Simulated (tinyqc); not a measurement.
Surface photovoltage measurement of the minority-carrier diffusion length in a wafer: one step, computed by the program tinyqc. Command: `OMP_NUM_THREADS=1 python tinyqc.py 3130239 3130240 out.jsonl spv walk`. One thread of a shared host (Intel(R) Xeon(R) Processor @ 2.30GHz), about 0.01 s of CPU time with the checks.

Low injection, steady light, a depletion layer much thinner than 1/alpha and L. The excess density dn is taken at the front edge of the neutral region; light that reaches the back is lost.

Question. One wavelength. alpha = (84.732/lambda - 76.417)^2 per cm with lambda in micrometre (an empirical fit for silicon between 0.7 and 1.05 micrometre). Thick wafer: dn = Phi L/((S_f + D/L)(L + 1/alpha)). Finite wafer, with s = S_b L/D, w = W/L, a = alpha L: dn = [Phi a/(a^2 - 1)] [a - B - exp(-alpha W)(a - s)/(cosh w + s sinh w)]/(S_f + B D/L), B = (sinh w + s cosh w)/(cosh w + s sinh w). Photovoltage V = (k_B T/e) ln(1 + dn/n_0). Lifetime = L^2/D.

Inputs (values chosen for the exercise, modelled on p-type silicon at room temperature):
```
quantity                                             value        unit
diffusion length L                                      23  micrometre
wafer thickness W                                      775  micrometre
diffusivity D                                         26.4      cm^2/s
front recombination velocity S_f                      2700        cm/s
back recombination velocity S_b                        160        cm/s
photon flux entering                               8.5e+11  1/(cm^2 s)
minority density at the surface barrier scale n_0  1.6e+08      1/cm^3
temperature T                                          298           K
wavelength                                             850          nm
```

Constants: k_B = 8.617333262e-05 eV/K.

Give: alpha; penetration depth 1/alpha; dn, thick wafer; B; dn, finite wafer; photovoltage V; lifetime.

Answer.

alpha = 541.4 1/cm

penetration depth 1/alpha = 18.47 micrometre

dn, thick wafer = 3.325e+07 1/cm^3

B = 1

dn, finite wafer = 3.325e+07 1/cm^3

photovoltage V = 4.848 mV

lifetime = 0.2004 microsecond

Caution: dn is not small against n_0, so V is not linear in the flux; the constant-flux reading then needs dn, not V.
